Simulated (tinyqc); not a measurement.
## Gap and screening length from two transmissions

Question. At the source junction of a tunnel FET, T(w) = exp(-S), S = 2 pi lam sqrt(m/(C Eg)) [w + Eg/2 - sqrt(w (w + Eg))], C = hbar^2/(2 m0). Find Eg (between 0.1 and 3 eV) and lam.

Inputs (values chosen for the exercise): band-edge mass of the two-band model m = 0.026 m0.

Constants: q = 1.602176634e-19 C, hbar = 1.054571817e-34 J s, m0 = 9.1093837015e-31 kg, hbar^2/(2 m0) = 0.0380998212 eV nm^2. Results are converted to the units shown.

T(w) at w = 0.1 and 0.5 eV: 0.10549941  0.43582688

Solution. The ratio of the two exponents depends on Eg alone and falls steadily with it, which fixes Eg; either exponent then gives lam.

ratio of the two S = 2.708
Eg = 0.3570 eV
lam = 4.000 nm

tinyqc, about 0.01 s, one thread, Intel Xeon 2.30GHz (shared host): `OMP_NUM_THREADS=1 python tinyqc.py 2620098 2620099 out.jsonl`
